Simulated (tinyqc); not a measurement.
One-electron ion in a basis of Gaussians, step by step. One step of it, computed by the program tinyqc.

Problem. Matrices over normalised Gaussians. With p = a_i + a_j and I(k) = Gamma((k+1)/2) / (2 p^((k+1)/2)): S = I(2l+2), T = (2l+3) a_i a_j S / p, V = -Z I(2l+1), each divided by sqrt(S_ii S_jj).

exponents of r^l exp(-a r^2) (1/bohr^2): [0.369700, 1.432000, 5.550000, 21.510000, 83.330000, 322.900000]

Z = 6

l = 1

Give: S; T; V.

Solution.

S:
$$\begin{pmatrix}
1.0000 & 0.5863 & 0.1629 & 0.0337 & 0.0064 & 0.0012 \\
0.5863 & 1.0000 & 0.5860 & 0.1628 & 0.0337 & 0.0064 \\
0.1629 & 0.5860 & 1.0000 & 0.5860 & 0.1629 & 0.0337 \\
0.0337 & 0.1628 & 0.5860 & 1.0000 & 0.5862 & 0.1629 \\
0.0064 & 0.0337 & 0.1629 & 0.5862 & 1.0000 & 0.5861 \\
0.0012 & 0.0064 & 0.0337 & 0.1629 & 0.5861 & 1.0000
\end{pmatrix}$$

T (hartree):
$$\begin{pmatrix}
0.9243 & 0.8614 & 0.2824 & 0.0613 & 0.0118 & 0.0022 \\
0.8614 & 3.5800 & 3.3354 & 1.0931 & 0.2374 & 0.0456 \\
0.2824 & 3.3354 & 13.8750 & 12.9270 & 4.2383 & 0.9204 \\
0.0613 & 1.0931 & 12.9270 & 53.7750 & 50.1123 & 16.4295 \\
0.0118 & 0.2374 & 4.2383 & 50.1123 & 208.3250 & 194.1106 \\
0.0022 & 0.0456 & 0.9204 & 16.4295 & 194.1106 & 807.2500
\end{pmatrix}$$

V (hartree):
$$\begin{pmatrix}
-3.8811 & -3.5519 & -1.7892 & -0.7122 & -0.2645 & -0.0964 \\
-3.5519 & -7.6384 & -6.9892 & -3.5201 & -1.4016 & -0.5204 \\
-1.7892 & -6.9892 & -15.0375 & -13.7595 & -6.9319 & -2.7596 \\
-0.7122 & -3.5201 & -13.7595 & -29.6040 & -27.0918 & -13.6482 \\
-0.2645 & -1.4016 & -6.9319 & -27.0918 & -58.2681 & -53.3191 \\
-0.0964 & -0.5204 & -2.7596 & -13.6482 & -53.3191 & -114.7002
\end{pmatrix}$$
